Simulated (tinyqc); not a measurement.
From results back to parameters: electrons shared among three sets of ellipsoidal valleys. Two cases, with inputs chosen for the exercise.

Problem. With Boltzmann statistics n(L)/n(Gamma) = R exp(-dE/kB T), where R = N_2/N_1 does not depend on T. Two ratios were computed from hidden R and dE.

Constants: kB = 8.617333262e-05 eV/K.

Find: dE; R.

Method. dE = kB ln(ratio_b/ratio_a)/(1/Ta - 1/Tb); then R = ratio_a exp(dE/kB Ta).

Case 1.

Values chosen (out of a larger set: masses and offsets near those of GaSb; mobilities are free inputs, held fixed; not measured data): Ta = 300 K; Tb = 600 K.

ratio at Ta = 2.63519
ratio at Tb = 12.6235

Solution.

dE = 0.081 eV
R = 60.5

Case 2.

Values chosen (out of a larger set: masses and offsets near those of InP; mobilities are free inputs, held fixed; not measured data): Ta = 300 K; Tb = 500 K.

ratio at Ta = 3.79040e-07
ratio at Tb = 0.000545690

Solution.

dE = 0.470 eV
R = 29.8

Computed by tinyqc, one run a case: `OMP_NUM_THREADS=1 python tinyqc.py N N+1 out.jsonl` with N = 1650084, 1650114; one thread of a shared Intel(R) Xeon(R) Processor @ 2.30GHz, about 0.01 s a run at most.
